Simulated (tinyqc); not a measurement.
From results back to parameters: trap in a gate oxide as a short-range spherical well. Five cases, with inputs chosen for the exercise.

Problem. In strong inversion a gate step dV falls across the oxide, so a trap at depth x moves by -e dV x/tox against EF and d ln(tau_c/tau_e)/dV = -x/(tox kB T/e). The slope was computed from a hidden depth.

Constants: kB = 8.617333262e-05 eV/K.

Case 1.

Values chosen (out of a larger set: near those of SiO2 on Si; not measured data): tox = 31 angstrom (oxide thickness); T = 400 K (temperature).

slope = -12.1660 1/V

Case 2.

Values chosen (out of a larger set: near those of HfO2 on Si; not measured data): tox = 27 angstrom (oxide thickness); T = 300 K (temperature).

slope = -18.6245 1/V

Case 3.

Values chosen (out of a larger set: near those of HfO2 on Si; not measured data): tox = 16 angstrom (oxide thickness); T = 300 K (temperature).

slope = -21.7585 1/V

Case 4.

Values chosen (out of a larger set: near those of SiO2 on Si; not measured data): tox = 31 angstrom (oxide thickness); T = 400 K (temperature).

slope = -11.2302 1/V

Case 5.

Values chosen (out of a larger set: near those of Al2O3 on GaAs; not measured data): tox = 27 angstrom (oxide thickness); T = 400 K (temperature).

slope = -15.0429 1/V

Find: x/tox; x.

Solution. x/tox = -slope kB T/e.

Case 1.

x/tox = 0.419
x = 13.0 angstrom

Case 2.

x/tox = 0.481
x = 13.0 angstrom

Case 3.

x/tox = 0.562
x = 9.0 angstrom

Case 4.

x/tox = 0.387
x = 12.0 angstrom

Case 5.

x/tox = 0.519
x = 14.0 angstrom

Computed by tinyqc, one run a case: `OMP_NUM_THREADS=1 python tinyqc.py N N+1 out.jsonl` with N = 1252660, 1252706, 1280148, 1280222, 1280441; one thread of a shared Intel(R) Xeon(R) Processor @ 2.30GHz, about 0.01 s a run at most.
